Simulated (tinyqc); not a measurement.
# Threshold-voltage variability of a planar MOSFET, analytic estimates: effects of single changes

Three independent sources add in quadrature: random dopants in the depleted layer, metal-gate grains of two orientations, and roughness of the two gate edges acting through the roll-off VT = VT(long) - Vr exp(-L/l). These are first-order estimates: no three-dimensional electrostatics, no percolation.

Values chosen for this exercise; material values close to those of silicon:
- T = 325 K (temperature)
- Eg = 1.13 eV (band gap)
- eps_r = 11.6 (relative permittivity of the semiconductor)
- Nc = 3.2e19 cm^-3 (conduction-band density of states at T)
- Nv = 2.94e19 cm^-3 (valence-band density of states at T)
- Na = 3.5e17 cm^-3 (channel doping)
- ti = 1.8 nm (oxide-equivalent thickness in inversion)
- L = 65 nm (gate length)
- W = 170 nm (gate width)
- G = 4 nm (metal grain size)
- dW = 0.3 eV (work-function difference of the two grain orientations)
- p = 0.3 (share of the orientation of higher work function)
- De = 0.6 nm (rms roughness of one gate edge)
- La = 30 nm (correlation length of the roughness)
- l = 15 nm (decay length of the threshold roll-off)
- Vr = 2.3 V (prefactor of the roll-off)

Constants: q = 1.602176634e-19 C, kB = 1.380649e-23 J/K, Vt = kB T/q, eps0 = 8.8541878128e-14 F/cm where lengths are in cm. Results are converted to the units shown.

Each table varies one quantity; the others keep the values above.

## Scaling length and width together

ni = sqrt(Nc Nv) exp(-Eg/(2 Vt)), Eg in volts; Cox = 3.9 eps0/ti; Wd = sqrt(4 eps0 eps_r Vt ln(Na/ni)/(q Na)); dopants: s1 = (q/Cox) sqrt(Na Wd/(3 L W)). Grains: Ng = L W/G^2 (at least 1), s2 = dW sqrt(p (1 - p)/Ng). Edges, with exponential correlation and u = W/La: the mean gate length has sL^2 = 2 De^2 (2/u)[1 - (1 - exp(-u))/u]; s3 = sL (Vr/l) exp(-L/l). s = sqrt(s1^2 + s2^2 + s3^2). l and Vr are held fixed. W = 2.615384615 L in every row; l is held fixed.

Scaling length and width together:
```
L (nm)  s1 (mV)  s2 (mV)   s3 (mV)  s (mV)  s sqrt(L W) (mV um)
42        10.01    8.096     5.009   13.81               0.9381
52        8.081    6.539     2.386   10.67               0.8969
63        6.670    5.397     1.065   8.646               0.8809
78        5.388    4.359    0.3595   6.940               0.8754
95        4.424    3.579    0.1065   5.691               0.8744
120       3.502    2.834   0.01815   4.505               0.8742
140       3.002    2.429  0.004462   3.861               0.8742
```

What does the comparison show?

As L goes from 42 to 140 nm, s falls from 13.8 to 3.86 mV. The dopants are the largest source in the first and the last row. The product s sqrt(L W) falls from 0.938 to 0.874 mV um: s1 and s2 go as 1/sqrt(L W), so the change comes from s3 alone. For L = 42 to 52 nm the depletion depth exceeds L, so source and drain share much of the charge and s1 is rough.

## Effect of the metal grain size

Same model as above.

l and Vr are held fixed.

The same in every row: s1 (mV) = 6.4651; s3 (mV) = 0.92090.

Effect of the metal grain size:
```
G (nm)  s2 (mV)  s (mV)  s sqrt(L W) (mV um)
2        2.6157  7.0348              0.73949
3        3.9235  7.6184              0.80084
5        6.5391  9.2416              0.97146
7        9.1548  11.245               1.1821
10       13.078  14.618               1.5366
14       18.310  19.439               2.0434
20       26.157  26.959               2.8339
```

What does the table show?

As G goes from 2 to 20 nm, s rises from 7.03 to 27.0 mV. The largest source is the dopants in the first row and the grains in the last.

## Effect of the channel doping

Same model as above.

l and Vr are held fixed.

The same in every row: s2 (mV) = 5.231; s3 (mV) = 0.9209.

Result of one run:
```
Na (cm^-3)  s1 (mV)  s (mV)  s sqrt(L W) (mV um)
4.7e17        6.992   8.781               0.9230
```

What becomes of these results when the channel doping Na is changed from 4.7e17 to 8e18 cm^-3, all else the same?

Result of the changed run:
```
Na (cm^-3)  s1 (mV)  s (mV)  s sqrt(L W) (mV um)
8e18          14.79   15.72                1.652
```

The whole series:
```
Na (cm^-3)  s1 (mV)  s (mV)  s sqrt(L W) (mV um)
1.5e17        5.159   7.405               0.7784
2.6e17        5.974   7.994               0.8403
4.7e17        6.992   8.781               0.9230
8.2e17        8.105   9.690                1.019
1.5e18        9.511   10.89                1.145
2.6e18        11.00   12.21                1.284
4.5e18        12.71   13.78                1.448
8e18          14.79   15.72                1.652
```

As Na goes from 1.5e17 to 8e18 cm^-3, s rises from 7.40 to 15.7 mV. The largest source is the grains in the first row and the dopants in the last. s1 goes on average as Na^(0.26), near the 1/4 expected from Na Wd. For Na = 1.5e17 to 2.6e17 cm^-3 the depletion depth exceeds L, so source and drain share much of the charge and s1 is rough.

Program tinyqc, `OMP_NUM_THREADS=1 python tinyqc.py 2090073 2090074 out.jsonl`; Intel Xeon 2.30GHz, shared host, one thread, about 0.01 s.
